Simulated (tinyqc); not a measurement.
ESD clamp with bipolar snapback, compact model and design window: one step of the calculation.

The drain junction multiplies the current that enters it: Igen = (M - 1)(Ic + I0), M = 1/(1 - (Vj/BV)^n). The generated holes leave through the substrate resistance and the base of the parasitic npn: Igen = Vb/Rb + Ic/be, Ic = Is exp(Vb/Vt). Terminal current I = Ic + I0 + Igen and voltage V = Vj + I Ro, per width. Isothermal, constant gain.

Task. Design window and human-body level. Human-body model: 100 pF through 1500 ohm, peak current about (level - Vt2)/1500 ohm, decay time 150 ns. All fingers turn on before the first fails if Vt2 > Vt1; then the clamp carries Nf Wf It2, otherwise in the worst case Wf It2. Margins: Vh - 1.1 Vdd against latching in operation, Vox - max(Vt1, Vt2) for the protected oxide.

Parameters, values chosen for the exercise; values close to those of grounded-gate n-channel clamps:
- It2 = 11.5 mA/um (failure current for 100 ns)
- Wf = 50 um (finger width)
- Nf = 10 (number of fingers)
- Lv = 1 kV (human-body-model level)
- Vox = 11.4 V (oxide breakdown voltage for 100 ns)
- Vdd = 1.8 V (supply voltage)

Vt1 = 10.001695 V
Vh = 5.3681879 V
Vt2 = 6.2164753 V

Give: peak current; current the clamp carries; level it withstands; holding margin; oxide margin.

Result.

peak current = 0.66252 A
current the clamp carries = 0.57500 A
level it withstands = 0.86872 kV
holding margin = 3.3882 V
oxide margin = 1.3983 V

Uniform turn-on is not assured; the clamp fails the level. Both margins are positive.

Program tinyqc, `OMP_NUM_THREADS=1 python tinyqc.py 2670011 2670012 out.jsonl`; Intel Xeon 2.30GHz, shared host, one thread, about 0.01 s.
